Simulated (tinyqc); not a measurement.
What moves the Fermi level: gated graphene: carriers, quantum capacitance and optical conductivity.

Cones E = +/- hv |k|, four flavours, D(E) = 2|E|/(pi hv^2). n = (2/pi)(kT/hv)^2 F_1(mu/kT), p = (2/pi)(kT/hv)^2 F_1(-mu/kT), in 1/angstrom^2 (1e16 for 1/cm^2); F_1(eta) = integral_0^infinity x dx/(1 + exp(x - eta)). Cq/e^2 = d(n - p)/d mu = (2 kT/(pi hv^2)) ln(2 + 2 cosh(mu/kT)).

Gate: V = mu/e + e (n - p)/Cox with Cox/e^2 = k/(4 pi e2 t), t in angstrom, e2 = e^2/(4 pi eps0); 1/(eV angstrom^2) in C/e^2 equals 1602.176634 microfarad/cm^2; total 1/C = 1/Cox + 1/Cq.

Constants: kB = 8.617333262e-05 eV/K; e^2/(4 pi eps0) = 14.39964547 eV angstrom.

Parameters, chosen for this exercise (Fermi velocity near that of graphene, gate dielectric near SiO2; the results hold for these values, not for the real material): hv = 6.76 eV angstrom (hbar vF); T = 300 K; k = 3.76 (dielectric constant of the gate layer); t = 90 nm (its thickness); V = 33.37 V (gate voltage from the neutrality point).

All results formed anew. Each row changes one parameter from the base and keeps the others.

Results:
```
case                   mu (eV)  n - p (1/cm^2)   C/Cox
base                    0.3276       7.629e+12  0.9950
V = 43.381 V            0.3746       9.929e+12  0.9956
t = 63 nm               0.3924       1.088e+13  0.9940
k = 4.51                0.3592       9.142e+12  0.9945
hv = 7.44 eV angstrom   0.3610       7.621e+12  0.9945
T = 400 K               0.3250       7.629e+12  0.9949
```

The largest shifts from the base row, up to three for each result and ties (the steps differ in size, so this ranks the rows, not the parameters). mu (eV): t +0.0648, V +0.0470, hv +0.0334. n - p (1/cm^2): t +3.25e+12, V +2.30e+12, k +1.51e+12; unchanged at the printed digits by T. C/Cox: t -0.0010, V +0.0006, hv -0.0005, k -0.0005.

Program tinyqc; command `OMP_NUM_THREADS=1 python tinyqc.py 1682307 1682308 out.jsonl`; about 0.01 s on one thread of a shared Intel(R) Xeon(R) Processor @ 2.30GHz.
